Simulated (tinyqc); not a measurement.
Planar ballistic transistor, top-of-the-barrier model: effect of the temperature.

At the top of the source barrier, states moving towards the drain are filled by the source (Fermi level 0) and states moving back by the drain (Fermi level -q Vd); nothing scatters. U is the shift of the band edge there, set by the capacitances CG, CD and CS (the total) and by the charge. Parabolic two-dimensional band; the source is grounded.

N0 = gv m kB T/(pi hbar^2), CG = eps0 eox/tox, vT = sqrt(2 kB T/(pi m)), CS = CG/aG, n0 = n at U = 0 and Vd = 0. eta1 = -(E0 + U)/Vt, eta2 = eta1 - Vd/Vt, n = (N0/2)[F_0(eta1) + F_0(eta2)], F_0(x) = ln(1 + exp x). U = UL + q (n - n0)/CS with UL = -(aG Vg + aD Vd), energies in eV. I = q (N0/2) vT [F_(1/2)(eta1) - F_(1/2)(eta2)] per width, F_(1/2)(x) = (2/sqrt(pi)) int_0^infinity u^(1/2)/(1 + exp(u - x)) du. CQ = (q/Vt) dn/d(eta1). E0 is held fixed.

Parameters, values chosen for the exercise; mass and valleys close to those of indium arsenide: effective mass m = 0.031 m0; valley degeneracy gv = 1; relative permittivity of the gate insulator eox = 22; insulator thickness tox = 3.2 nm; gate control CG/CS aG = 0.78; drain control CD/CS aD = 0.011; band edge at the barrier top above the source Fermi level at zero bias E0 = 0.25 eV; gate voltage Vg = 0.7 V; drain voltage Vd = 0.7 V.

Constants: q = 1.602176634e-19 C, kB = 1.380649e-23 J/K, hbar = 1.054571817e-34 J s, m0 = 9.1093837015e-31 kg, Vt = kB T/q, eps0 = 8.8541878128e-14 F/cm where lengths are in cm. Results are converted to the units shown.

Effect of the temperature:
```
T (K),eta1,n (cm^-2),I (uA/um),mean velocity I/(q n) (cm/s),CQ/CS
50,62.216,1.7357e12,2059.1,7.4045e7,0.13293
77,40.400,1.7357e12,2060.0,7.4077e7,0.13293
120,25.923,1.7357e12,2062.2,7.4157e7,0.13293
180,17.282,1.7357e12,2067.0,7.4328e7,0.13293
240,12.962,1.7357e12,2073.6,7.4568e7,0.13293
300,10.369,1.7357e12,2082.3,7.4878e7,0.13292
360,8.6411,1.7357e12,2092.9,7.5259e7,0.13290
420,7.4068,1.7359e12,2105.7,7.5713e7,0.13285
```

Read the table: what changes, and by how much?

As T goes from 50 to 420 K, n stays near 1.74e12 cm^-2, the mean velocity rises from 7.40e7 to 7.57e7 cm/s and the current rises from 2060 to 2110 uA/um. CQ/CS stays near 0.13.

Program tinyqc, `OMP_NUM_THREADS=1 python tinyqc.py 2400072 2400073 out.jsonl`; Intel Xeon 2.30GHz, shared host, one thread, about 0.01 s.
